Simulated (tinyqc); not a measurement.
# Poole-Frenkel parameters from three currents

Question. Poole-Frenkel conduction in an insulator follows J = s0 F exp[-(pt - sqrt(q F/(pi eps0 ei)))/Vt], Vt = kB T/q, F in V/cm. Find ei, pt and s0.

Constants: q = 1.602176634e-19 C, kB = 1.380649e-23 J/K, eps0 = 8.8541878128e-14 F/cm where lengths are in cm. Results are converted to the units shown.

J at (1.12 MV/cm, 400 K), (4.5 MV/cm, 400 K) and (4.5 MV/cm, 450 K) (A/cm^2): 3.6961996e-6  1.2829551  8.8220607

Solution. The two fields give the lowering coefficient and so ei; the two temperatures give the lowered barrier, to which the lowering is added back.

ei = 4.240
pt = 1.380 eV
s0 = 9.800 S/cm

Program tinyqc, `OMP_NUM_THREADS=1 python tinyqc.py 2370096 2370097 out.jsonl`; Intel Xeon 2.30GHz, shared host, one thread, about 0.01 s.
